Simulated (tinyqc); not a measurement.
## Bandgap voltage reference from two bipolar transistors: effect of the output resistor at T0

Two transistors of area 1 and N carry the same current I. Is(T) = Is (T/T0)^eta exp[(Vg0 q/kB)(1/T0 - 1/T)], VBE1 = Vt ln(I/Is(T)) + I rb, VBE2 = Vt ln(I/(N Is(T))) + I rb/N. The amplifier forces I R1(T) = VBE1 - VBE2 + Vos, with R(T) = R (1 + tc (T - T0)) for both resistors, and the output is Vref = VBE1 + I R2(T). Base currents and the Early effect are neglected.

Vt = kB T/q; I = (Vt ln N + Vos)/(R1(T) - rb (1 - 1/N)). Box coefficient: span of Vref between 233 and 398 K over its average over T and over 165 K. The last column is the R2 that gives zero slope at T0.

Parameters, values chosen for the exercise; values of the order met in silicon bipolar transistors: reference temperature T0 = 300 K; band-gap voltage extrapolated to 0 K Vg0 = 1.171 V; temperature exponent of the saturation current eta = 3.2; saturation current of the unit transistor at T0 Is = 1.7e-18 A; area ratio of the second transistor N = 8; resistor across which the difference of VBE falls, at T0 R1 = 2.1 kohm; temperature coefficient of both resistors tc = 0 ppm/K; offset of the amplifier Vos = 1.5 mV; series resistance of the unit transistor rb = 12 ohm.

Constants: q = 1.602176634e-19 C, kB = 1.380649e-23 J/K. Results are converted to the units shown.

Effect of the output resistor at T0:

| R2 (kohm) | I at T0 (uA) | Vref at T0 (V) | slope at T0 (uV/K) | box coefficient (ppm/K) | R2 for zero slope (kohm) |
|---|---|---|---|---|---|
| 15.84 | 26.45 | 1.204 | -118.3 | 104.5 | 17.22 |
| 16.36 | 26.45 | 1.218 | -73.66 | 66.60 | 17.22 |
| 16.87 | 26.45 | 1.232 | -29.92 | 31.30 | 17.22 |
| 17.22 | 26.45 | 1.241 | 0.09278 | 13.39 | 17.22 |
| 17.56 | 26.45 | 1.250 | 29.25 | 20.42 | 17.22 |
| 18.08 | 26.45 | 1.264 | 73.85 | 52.61 | 17.22 |
| 18.6 | 26.45 | 1.277 | 118.4 | 86.89 | 17.22 |

As R2 goes from 15.84 to 18.6, Vref rises from 1.204 to 1.277 V and the box coefficient goes from 105 through a minimum of 13.4 (at R2 = 17.22 among the rows listed) to 86.9 ppm/K. One per cent in R2 moves the slope by 14.8 uV/K.

Computed by the program tinyqc: `OMP_NUM_THREADS=1 python tinyqc.py 2062112 2062113 out.jsonl`, one thread of a shared Intel Xeon 2.30GHz, about 0.02 s for the whole run.
